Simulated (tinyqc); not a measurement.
Worked calculation: Pariser-Parr-Pople SCF with singles CI, for the molecule [CH2+]C(C=O)=CC=CO (SMILES; centres numbered as the heavy atoms are written). Computed by tinyqc, a small Python program that keeps every step. Settings: charge = 1, gamma = Ohno, start = huckel, damping = 0.5, iteration cap = 74, excitations kept = 4. Command: `OMP_NUM_THREADS=1 python tinyqc.py 22056 22057 out.jsonl` (the two numbers bound the seeds that draw the settings). One thread of a shared host (Intel(R) Xeon(R) Processor @ 2.60GHz), about 0.02 s of CPU time with the checks. Later iterations appear only in the table of the cycle.

## PPP integrals

Centres (angstrom, eV; a flat drawing with bonds scaled to 1.40 angstrom):
```
centre         x         y  core charge z         W  gamma_rr
1C       2.62800   1.14100              1  10.75000  11.95000
2C       1.49100   0.32400              1  10.75000  11.95000
3C       1.63000  -1.06900              1  10.75000  11.95000
4O       0.49300  -1.88500              1  17.40000  16.72000
5C       0.21500   0.90100              1  10.75000  11.95000
6C      -0.92200   0.08400              1  10.75000  11.95000
7C      -2.19800   0.66000              1  10.75000  11.95000
8O      -3.33500  -0.15700              2  33.03000  22.45000
```

Resonance integrals (eV):
```
i  j      beta
1  2  -2.39000
2  3  -2.39000
3  4  -2.50000
2  5  -2.39000
5  6  -2.39000
6  7  -2.39000
7  8  -2.20000
```

Ohno: gamma = 14.399645/sqrt(R^2 + a^2), a = 2 x 14.399645/(gamma_rr + gamma_ss); H_rr = -W_r - sum_(s != r) z_s gamma_rs; H_rs = beta for bonds.

repulsion gamma_rs (eV), lower triangle:
```
          1C        2C        3C        4O        5C        6C        7C        8O
1C  11.95000
2C   7.79526  11.95000
3C   5.31787   7.79582  11.95000
4O   3.75266   5.48793   8.35881  16.72000
5C   5.31784   7.79429   5.31677   4.84090  11.95000
6C   3.69687   5.31784   4.72332   5.48653   7.79526  11.95000
7C   2.88145   3.69664   3.29527   3.75221   5.31767   7.79561  11.95000
8O   2.33768   2.92578   2.81407   3.37717   3.79165   5.61291   8.82709  22.45000
```

core matrix H (eV), lower triangle:
```
           1C         2C         3C         4O         5C         6C         7C         8O
1C  -44.18731
2C   -2.39000  -54.48935
3C    0.00000   -2.39000  -51.18600
4O    0.00000    0.00000   -2.50000  -55.83339
5C    0.00000   -2.39000    0.00000    0.00000  -54.71603
6C    0.00000    0.00000    0.00000    0.00000   -2.39000  -56.79126
7C    0.00000    0.00000    0.00000    0.00000    0.00000   -2.39000  -55.14303
8O    0.00000    0.00000    0.00000    0.00000    0.00000    0.00000   -2.20000  -62.71636
```

## Starting guess

pi electrons, sum of z_r less the charge = 8

Orbitals of the Hueckel matrix of the beta values.

P at the start, lower triangle:
```
          1C        2C        3C        4O        5C       6C       7C       8O
1C   1.00000
2C   0.79903   1.00000
3C   0.00000   0.39610   1.00000
4O  -0.38520   0.00000   0.91473   1.00000
5C   0.00000   0.44507   0.00000  -0.11520   1.00000
6C  -0.35396   0.00000  -0.07153   0.00000   0.78950  1.00000
7C   0.00000  -0.08106   0.00000   0.04037   0.00000  0.49627  1.00000
8O   0.29647   0.00000   0.03553   0.00000  -0.40661  0.00000  0.86343  1.00000
```

## Iteration 1: Fock matrix

F_rr = H_rr + P_rr gamma_rr / 2 + sum_(s != r) P_ss gamma_rs; F_rs = H_rs - P_rs gamma_rs / 2; E = tr P (H + F) / 2 + core repulsion sum_(r<s) z_r z_s gamma_rs.

F (eV), lower triangle:
```
          1C        2C        3C         4O        5C         6C         7C         8O
1C  -7.11268
2C  -5.50431  -7.70078
3C   0.00000  -3.93397  -7.58907
4O   0.72276   0.00000  -6.32301  -12.41717
5C   0.00000  -4.12450   0.00000    0.27883  -8.56665
6C   0.65427   0.00000   0.16893    0.00000  -5.46718  -10.38791
7C   0.00000   0.14982   0.00000   -0.07574   0.00000   -4.32438  -13.60209
8O  -0.34652   0.00000  -0.04999    0.00000   0.77086    0.00000   -6.01079  -21.80500
```

pi energy = -124.60746 eV

## Iteration 1: orbitals and new P

Diagonalise F (the basis is taken as orthonormal) and form P = 2 sum c c over the lowest orbitals; 0.5 of the old P is kept.

orbital energies (eV): -25.27731  -17.82742  -16.82517  -13.84603  -9.14900  -4.17748  -2.92932  0.85038

P after iteration 1, lower triangle:
```
          1C        2C        3C        4O        5C        6C       7C       8O
1C   0.81973
2C   0.77446   1.00299
3C   0.06024   0.37558   0.84951
4O  -0.32559  -0.01796   0.89301   1.18495
5C   0.13593   0.47571   0.03340  -0.12692   0.84217
6C  -0.27112   0.00245  -0.06043   0.00089   0.71848   1.01484
7C  -0.13438  -0.14402  -0.02146   0.07004   0.12755   0.59607  0.92391
8O   0.24923   0.05245   0.03312  -0.02654  -0.32790  -0.12018  0.70589  1.36190
```

## Iteration 2: Fock matrix

As before.

F (eV), lower triangle:
```
          1C        2C        3C         4O        5C         6C         7C         8O
1C  -8.43042
2C  -5.40857  -9.62006
3C  -0.16018  -3.85399  -7.87898
4O   0.61091   0.04929  -6.23224  -12.53488
5C  -0.36144  -4.24391  -0.08880    0.30721  -9.26655
6C   0.50114  -0.00652   0.14272   -0.00245  -5.19037  -10.43804
7C   0.19361   0.26619   0.03536   -0.13140  -0.33912   -4.71336  -11.89613
8O  -0.29131  -0.07673  -0.04660    0.04482   0.62163    0.33729   -5.31548  -19.14104
```

pi energy = -127.37774 eV

## Iteration 2: orbitals and new P

As before.

orbital energies (eV): -22.33562  -18.56476  -16.88337  -14.71680  -8.17988  -4.83700  -3.16439  -0.52426

P after iteration 2, lower triangle:
```
          1C        2C        3C        4O        5C        6C       7C       8O
1C   0.73851
2C   0.77685   1.02839
3C   0.08395   0.35854   0.77158
4O  -0.29442  -0.02632   0.88562   1.27468
5C   0.19041   0.48082   0.04151  -0.12760   0.76607
6C  -0.24625  -0.01346  -0.05590   0.00835   0.69323   1.03496
7C  -0.18228  -0.15545  -0.02611   0.07598   0.20234   0.63221  0.85056
8O   0.21472   0.06876   0.02870  -0.03560  -0.29227  -0.17336  0.64380  1.53525
```

## Iteration 3: Fock matrix

As before.

F (eV), lower triangle:
```
          1C         2C        3C         4O        5C         6C         7C         8O
1C  -8.93185
2C  -5.41788  -10.46668
3C  -0.22322   -3.78755  -7.89201
4O   0.55244    0.07223  -6.20137  -12.54941
5C  -0.50628   -4.26381  -0.11035    0.30885  -9.51109
6C   0.45517    0.03579   0.13201   -0.02290  -5.09196  -10.55080
7C   0.26262    0.28732   0.04302   -0.14254  -0.53799   -4.85422  -11.11225
8O  -0.25098   -0.10059  -0.04039    0.06012   0.55409    0.48652   -5.04144  -18.04999
```

pi energy = -128.68663 eV

## Iteration 3: orbitals and new P

As before.

orbital energies (eV): -21.17990  -18.91662  -16.86981  -15.01944  -7.84295  -5.04500  -3.18594  -1.00440

P after iteration 3, lower triangle:
```
          1C        2C        3C        4O        5C        6C       7C       8O
1C   0.69804
2C   0.78415   1.05387
3C   0.09241   0.34498   0.72907
4O  -0.27570  -0.03000   0.88338   1.32018
5C   0.21208   0.47793   0.04140  -0.12528   0.72810
6C  -0.23852  -0.02930  -0.05309   0.01530   0.68593   1.05236
7C  -0.19701  -0.15307  -0.02601   0.07486   0.24414   0.64295  0.79756
8O   0.19017   0.07295   0.02501  -0.03818  -0.27319  -0.19730  0.61855  1.62082
```

## Convergence

Stop when output and input P, before any damping, agree to 1e-7.

Course of the cycle:
```
iteration        E (eV)  largest |P(out) - P(in)|
1          -124.6074602                  7.24e-01
2          -127.3777442                  3.47e-01
3          -128.6866302                  1.71e-01
4          -129.3514662                  8.61e-02
5          -129.6976667                  4.87e-02
6          -129.8792696                  3.27e-02
7          -129.9746337                  2.20e-02
8          -130.0246682                  1.49e-02
9          -130.0508878                  1.02e-02
10         -130.0646141                  7.04e-03
11         -130.0717956                  4.88e-03
...                 ...                       ...
38         -130.0796811                  1.61e-06
39         -130.0796811                  1.21e-06
40         -130.0796811                  9.14e-07
41         -130.0796811                  6.88e-07
42         -130.0796811                  5.18e-07
43         -130.0796811                  3.90e-07
44         -130.0796811                  2.93e-07
45         -130.0796811                  2.21e-07
46         -130.0796811                  1.66e-07
47         -130.0796811                  1.25e-07
48         -130.0796811                  9.43e-08
```

Converged in 48 iterations.

## Converged orbitals

Charges are z - P_rr.

orbital energies (eV): -20.45577  -19.02974  -16.74006  -15.27482  -7.46998  -5.05147  -3.13317  -1.22461

coefficients:
```
        MO1       MO2       MO3       MO4       MO5       MO6       MO7       MO8
1C  0.07393   0.34709  -0.00211  -0.44828  -0.50588   0.57061   0.01529   0.30226
2C  0.15636   0.60313   0.01573  -0.41860   0.04840  -0.39306   0.00270  -0.52864
3C  0.06316   0.34975   0.41751   0.17740   0.01925  -0.37983   0.43750   0.57607
4O  0.04115   0.28507   0.60552   0.48997  -0.02147   0.35732  -0.30188  -0.30174
5C  0.22280   0.38430  -0.36042   0.09331   0.58117   0.14242  -0.41574   0.36494
6C  0.32839   0.18503  -0.45182   0.45585  -0.09717   0.22787   0.57119  -0.24158
7C  0.52157  -0.08303  -0.12664   0.21828  -0.55113  -0.38434  -0.43872   0.11598
8O  0.73136  -0.35121   0.32972  -0.29686   0.29995   0.16744   0.16013  -0.03573
```

pi charges: 1C 0.34621, 2C -0.12738, 3C 0.33581, 4O -0.37936, 5C 0.32813, 6C -0.10803, 7C 0.31476, 8O 0.28986

## Singles CI, singlets

Over the 4 single excitations with the smallest orbital gaps: A = (e_a - e_i) delta + 2 (ia|jb) - (ij|ab), with (pq|rs) = sum c_mp c_mq gamma_mn c_nr c_ns. f = 2/3 w |mu|^2 in atomic units, mu = sqrt2 sum c_ia sum_m c_mi c_ma R_m.

singlet CI matrix (eV), lower triangle:
```
          4>5       3>5      4>6      2>5
4>5   3.97077
3>5  -0.03601   5.00295
4>6  -0.25408   0.11410  5.97467
2>5   0.14421  -0.04287  0.03353  6.94009
```

singlet excitation energies (eV): 3.93149  4.98864  6.01989  6.94847

oscillator strengths: 0.91549  0.25666  0.50371  0.00616

## Singles CI, triplets

Over the 4 single excitations with the smallest orbital gaps: A = (e_a - e_i) delta - (ij|ab), with (pq|rs) = sum c_mp c_mq gamma_mn c_nr c_ns.

triplet CI matrix (eV), lower triangle:
```
         4>5      3>5       4>6      2>5
4>5  2.04921
3>5  0.93269  3.83250
4>6  0.22057  0.61536   3.94594
2>5  0.23250  0.85902  -0.93771  5.54334
```

triplet excitation energies (eV): 1.64274  2.82135  4.75185  6.15506
